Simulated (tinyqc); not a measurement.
MOSFET in the linear regime without short-channel effects, parameter extraction from computed curves: extraction methods against the source plus drain resistance.

Inversion charge Q = Cox n Vt W0(exp((Vg - VT)/(n Vt))), W0 the Lambert function and n = nf; u = Q/Cox; mobility mu = mu0/(1 + th1 u + th2 u^2); channel resistance Rch = (L - dL)/(W mu Q); Id = Vd/(Rch + Rsd/W). Cox = eps0 eox/tox. Small Vd, no channel-length or drain effects.

From the continuous curve Id(Vg): tangent at peak gm (V_ext = Vg - Id/gm); constant current Id = 0.1 uA W/L; peak of d2Id/dVg2; Y = Id/sqrt(gm) drawn through Vg = VT + 0.6 and VT + 0.8 V, with intercept VT_Y and slope s. Mobilities gm,max L/(W Cox Vd) and s^2 L/(W Cox Vd) with the drawn L. Last column: share of Rsd/W in the total resistance at VT + 0.8 V.

Values chosen for this exercise; channel values of the order met in silicon transistors: temperature T = 200 K; relative permittivity of the gate insulator (close to silicon dioxide) eox = 3.9; insulator thickness tox = 1.8 nm; low-field mobility mu0 = 250 cm^2/(V s); first mobility attenuation factor th1 = 0.5 1/V; second mobility attenuation factor th2 = 0 1/V^2; threshold voltage VT = 0.4 V; body factor nf = 1.4; gate width W = 0.5 um; drawn gate length L = 0.075 um; drawn less effective length dL = 0.009 um; drain voltage Vd = 0.05 V.

Constants: q = 1.602176634e-19 C, kB = 1.380649e-23 J/K, Vt = kB T/q, eps0 = 8.8541878128e-14 F/cm where lengths are in cm. Results are converted to the units shown.

Result of one run:
columns A: Rsd (ohm um); B: V_ext (V); C: constant current (V); D: second derivative (V); E: VT_Y (V); F: mobility from gm (cm^2/(V s)); G: mobility from Y (cm^2/(V s)); H: series share (%)
```
A       B      C      D      E    F    G     H
50  0.400  0.358  0.393  0.441  194  263  16.1
```

What becomes of these results when the source plus drain resistance Rsd is changed from 50 to 400 ohm um, all else the same?

Result of the changed run:
columns A: Rsd (ohm um); B: V_ext (V); C: constant current (V); D: second derivative (V); E: VT_Y (V); F: mobility from gm (cm^2/(V s)); G: mobility from Y (cm^2/(V s)); H: series share (%)
```
A        B      C      D      E    F    G     H
400  0.381  0.359  0.386  0.441  140  263  60.6
```

The whole series:
columns A: Rsd (ohm um); B: V_ext (V); C: constant current (V); D: second derivative (V); E: VT_Y (V); F: mobility from gm (cm^2/(V s)); G: mobility from Y (cm^2/(V s)); H: series share (%)
```
A         B      C      D      E     F    G     H
0     0.407  0.358  0.394  0.441   212  263     0
50    0.400  0.358  0.393  0.441   194  263  16.1
100   0.395  0.358  0.391  0.441   182  263  27.7
200   0.389  0.358  0.389  0.441   164  263  43.4
400   0.381  0.359  0.386  0.441   140  263  60.6
800   0.372  0.359  0.381  0.441   113  263  75.4
1500  0.363  0.359  0.374  0.441  87.7  263  85.2
```

The model has VT = 0.4 V and mu0 = 250 cm^2/(V s). Over the table the extracted thresholds move by 44 mV (tangent), 1.1 mV (constant current), 19 mV (second derivative), under 0.5 mV (Y function). The mobility from gm falls from 212 to 87.7 and that from Y stays near 263 cm^2/(V s). Y cancels the series resistance, which multiplies Id and sqrt(gm) by the same factor.

tinyqc, about 0.01 s, one thread, Intel Xeon 2.30GHz (shared host): `OMP_NUM_THREADS=1 python tinyqc.py 2210090 2210091 out.jsonl`
